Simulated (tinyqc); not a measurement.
## Floating body of a partially depleted SOI transistor: body voltage and kink: transfer curve and swing

Source at 0 V. Channel current Ic = 2 nf K Vt^2 [F(0) - F(Vd)](1 + la Vd), F(V) = ln^2(1 + exp((Vg - VT - nf V)/(2 nf Vt))), VT = VT0 - gb Vb. Saturation voltage Vs = 2 Vt sqrt(F(0)) + 3 Vt, excess Ve = (Vd - Vs + sqrt((Vd - Vs)^2 + 0.0004 V^2))/2, multiplication M1 = Ai Ve exp(-Bl/Ve). Each junction passes D(v) = J1 (exp(v/Vt) - 1) + J2 (exp(v/(2 Vt)) - 1). Bipolar current Ib = bb J1 (exp(Vb/Vt) - 1). The body settles where M1 (Ic + Ib) = D(Vb) + D(Vb - Vd) + Vb/Rb; drain current Id = (1 + M1)(Ic + Ib) - D(Vb - Vd).

Rows with more than one solution for Vb (latch) are left out; dId/dVd by a forward difference over 1e-4 V, swing = 1e-4 V over the change of log10 Id; M1 under 1e-12 is printed as 0.

Inputs (values chosen for the exercise); values of the order met in partially depleted silicon-on-insulator transistors:
```
symbol    value         unit                                                                                            meaning
T           300            K                                                                                        temperature
VT0        0.39            V                                                                     threshold at zero body voltage
gb         0.11                                                                  fall of the threshold per volt of body voltage
nf         1.31                                                                                                    slope factor
K           140  uA/(V^2 um)                                                                              gain factor per width
la         0.03          1/V                                                                   channel-length modulation factor
Ai          3.7          1/V                                                                        impact-ionisation prefactor
Bl          5.5            V                                                                          impact-ionisation voltage
J1      2.1e-13        uA/um                                                      diffusion saturation current of each junction
J2       4.5e-9        uA/um                                                  recombination saturation current of each junction
bb            0                                                 gain of the lateral bipolar transistor on the diffusion current
Rb          1e9      kohm um  resistance of a weak body tie to the source (1e9 stands for no tie, and the term is then dropped)
Vd          2.3            V                                                                                      drain voltage
```

Constants: q = 1.602176634e-19 C, kB = 1.380649e-23 J/K, Vt = kB T/q. Results are converted to the units shown.

Transfer curve and swing:
columns A: Vg (V); B: Vb (V); C: M1; D: Id, floating (uA/um); E: Id, grounded (uA/um); F: ratio; G: swing, floating (mV/decade); H: swing, grounded (mV/decade)
```
A           B       C         D         E      F      G      H
-0.06  0.2627  0.6922  1.766e-6  7.553e-7  2.338  65.39  78.50
0.04   0.4337  0.6917  5.823e-5  1.433e-5  4.065  67.26  78.23
0.14   0.5546  0.6890  0.001572  2.691e-4  5.842  72.63  78.98
0.24   0.6398  0.6773   0.03181  0.004747  6.701  82.56  82.23
0.34   0.7033  0.6420    0.3606   0.06682  5.397  114.4  94.82
0.44   0.7435  0.5809     1.791    0.5445  3.289  185.6  132.6
0.54   0.7671  0.5111     4.827     2.209  2.185  291.5  208.3
0.64   0.7817  0.4431     9.332     5.428  1.719  417.0  315.5
0.74   0.7913  0.3800     15.06     10.06  1.498  552.4  440.5
```

Vb rises from 0.263 to 0.791 V. The smallest swing among the rows is 65.4 mV a decade with a floating body (at Vg = -0.06 V) and 78.2 with a grounded one; Vt ln 10 = 59.5. The floating swing is smaller by more than 3 % for Vg = -0.06, 0.04, 0.14 V, where the rising Vb lowers the threshold as Vg rises. In the first row the floating body raises the current by a factor of 2.34.

Range of the model: The multiplication law is an empirical form chosen for the exercise; self-heating and capacitive coupling to the body are left out, and the linear laws are rough once Vb passes about 0.7 V or M1 about 0.1.

Computed by the program tinyqc: `OMP_NUM_THREADS=1 python tinyqc.py 2182104 2182105 out.jsonl`, one thread of a shared Intel Xeon 2.30GHz, about 0.2 s for the whole run.
